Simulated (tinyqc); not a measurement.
Fully depleted semiconductor-on-insulator film with two gates, non-linear Poisson equation by Newton steps: one step of the calculation.

One dimension across the film, front interface at x = 0, back interface at x = ts. psi is counted from the intrinsic level, n = ni exp(psi/Vt) (source grounded), holes neglected, acceptors ionised. Gates act through Cox = eps0 eox/tox and Cbox = 3.9 eps0/tb with potentials G1 = Vg - (phiM - chi - Vt ln(Nc/ni)) and G2 = Vb - (phiB - chi - Vt ln(Nc/ni)). Classical Boltzmann densities, no interface charge, no depletion in the back plane.

Task. Newton step. Solve a d_(i-1) + b_i d_i + a d_(i+1) = -F_i for all nodes. Each component d is damped to sign(d) Vt ln(1 + |d|/Vt) before it is added.

Values chosen for this exercise:
```
symbol  value  unit      meaning
T         350     K  temperature
```

Constants: q = 1.602176634e-19 C, kB = 1.380649e-23 J/K, Vt = kB T/q. Results are converted to the units shown.

a = 7.5328706 uF/cm^2

```
node  diagonal b (F/cm^2)  residual F (C/cm^2)  psi at the start (V)
0           -8.9905257e-6         4.6411373e-7                 0.004
1           -1.5065980e-5       -3.6969514e-11                 0.004
2           -1.5065980e-5       -3.6969514e-11                 0.004
3           -1.5065980e-5       -3.6969514e-11                 0.004
4           -1.5065980e-5       -3.6969514e-11                 0.004
5           -1.5065980e-5       -3.6969514e-11                 0.004
6           -1.5065980e-5       -3.6969514e-11                 0.004
7           -7.6443816e-6        -2.4204962e-9                 0.004
```

Find: Newton step d, before damping; psi after iteration 1.

Result.

```
node  Newton step d, before damping (V)  psi after iteration 1 (V)
0                                0.2960                    0.07581
1                                0.2916                    0.07540
2                                0.2873                    0.07499
3                                0.2830                    0.07458
4                                0.2787                    0.07416
5                                0.2744                    0.07374
6                                0.2701                    0.07332
7                                0.2659                    0.07289
```

Numbers from tinyqc (`OMP_NUM_THREADS=1 python tinyqc.py 2190087 2190088 out.jsonl`; about 0.3 s on one thread of a shared Intel Xeon 2.30GHz).
